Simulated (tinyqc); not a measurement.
Deal-Grove kinetics of thermal oxidation of silicon: one step, computed by the program tinyqc. Command: `OMP_NUM_THREADS=1 python tinyqc.py 3007158 3007159 out.jsonl oxide walk`. One thread of a shared host (Intel(R) Xeon(R) Processor @ 2.30GHz), about 0.02 s of CPU time with the checks.

Oxidant diffuses through the oxide and reacts at the interface, so that dx/dt = B/(A + 2x) for the oxide thickness x.

Problem. Rate constants. B = B0 p exp(-E_B/(k_B T)), B/A = (B/A)0 p^m exp(-E_A/(k_B T)), p in atm; A = B/(B/A). Temperatures in kelvin are T(C) + 273.15.

Inputs (values chosen for the exercise, close to those used for silicon):
```
quantity                       value    unit
prefactor B0                     710  um^2/h
activation energy E_B           1.24      eV
prefactor (B/A)0            5.31e+06    um/h
activation energy E_A           1.99      eV
temperature T                   1200       C
oxidant pressure p                 2     atm
pressure exponent m of B/A      0.73       -
```

Ambient: dry oxygen. Surface: (111).

Constants: k_B = 8.617333262e-05 eV/K.

Give: parabolic constant B; linear constant B/A; length A.

Solution.

parabolic constant B = 0.08131 um^2/h

linear constant B/A = 1.370 um/h

length A = 0.05933 um

Reaction at the interface limits growth while x is well below A/2 = 0.0297 um, diffusion once x is well above it.
